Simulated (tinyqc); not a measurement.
Inside a calculation. Model: ballistic conductance of a hard-wall wire of circular section by counting modes.

Numbers from tinyqc (`OMP_NUM_THREADS=1 python tinyqc.py 2740046 2740047 out.jsonl`; about 0.04 s on one thread of a shared Intel Xeon 2.30GHz). Printed values are rounded.

Subband edges E_(l,s) = C (j_(l,s)/a)^2/m with j_(l,s) the s-th zero of the Bessel function J_l; levels with l > 0 count twice; C = hbar^2/(2 m0). Every mode transmits fully; spin gives the factor 2 in 2 q^2/h, valleys the factor gv.

Inputs (values chosen for the exercise): temperature T = 4 K; mass m = 0.43 m0; valleys gv = 2; Fermi energy above the bulk band edge Ef = 0.251 eV; radius a = 4.2 nm; highest subband edge listed Et = 0.314 eV.

Constants: q = 1.602176634e-19 C, kB = 1.380649e-23 J/K, hbar = 1.054571817e-34 J s, h = 6.62607015e-34 J s, m0 = 9.1093837015e-31 kg, Vt = kB T/q, hbar^2/(2 m0) = 0.0380998212 eV nm^2. Results are converted to the units shown.

## Subband edges and their occupation

List the edges below Et; each adds its degeneracy times f = 1/(1 + exp((E_n - Ef)/Vt)) to the thermal mode count.

```
mode,edge (eV),degeneracy,f
"0,1",0.029048,1,1.00000
"1,1",0.073746,2,1.00000
"2,1",0.132477,2,1.00000
"0,2",0.153055,1,1.00000
"3,1",0.204465,2,1.00000
"1,2",0.247220,2,0.99998
"4,1",0.289234,2,0.00000
```

## Conductance and ballistic resistance

G = (2 q^2/h) gv M; at zero temperature M counts the edges below Ef, at T it is the sum of degeneracy times f. The smooth (Sharvin) count is kF^2 A/(4 pi), kF = sqrt(m Ef/C), A = pi a^2, perimeter p = 2 pi a, and with the boundary term kF^2 A/(4 pi) - kF p/(4 pi). The sum runs over the edges listed.

M at zero temperature = 10
M at T = 9.99997
G = 1549.61 uS
resistance 1/G = 0.645322 kohm
smooth count = 12.4927

The smooth count is 25 % above M at T. With the boundary term it is 8.96.
